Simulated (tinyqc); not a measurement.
Worked calculation: coherent transport through a tight-binding region between two chains. One step of it, computed by the program tinyqc.

Problem. Transmission at E = 0.73 eV. Surface Green function g = (E - i sqrt(4 t^2 - E^2)) / (2 t^2); self-energy tc^2 g on each contact site; G = (E - H - Sigma)^(-1); Gamma = -2 Im Sigma; T = Gamma_L Gamma_R |G_LR|^2; local density of states -Im G_ii / pi.

H of the central region (eV), lower triangle:
```
,1,2,3,4
1,0.000000
2,-1.580000,0.000000
3,0.000000,-1.580000,0.000000
4,-1.580000,0.000000,-1.580000,0.000000
```

Leads: semi-infinite chains with site energy 0:
```
parameter,value
lead hopping t (eV),2.810000
coupling to the left lead (eV),0.340000
coupling to the right lead (eV),0.890000
left contact site,1
right contact site,4
```

E = 0.730000 eV

Give: g; G; local density of states; transmission.

Solution.

g = 0.0462-0.3529i 1/eV

G (1/eV), lower triangle:
```
,1,2,3,4
1,0.6473-0.0251i
2,0.1703+0.0299i,0.6391-0.1495i
3,-0.7259+0.0113i,0.1674+0.0392i,0.6486-0.0294i
4,0.1651-0.0351i,-0.7164+0.1314i,0.1659-0.0256i,0.6398-0.1196i
```

local density of states (1/eV): 0.0080  0.0476  0.0094  0.0381

transmission = 0.0013
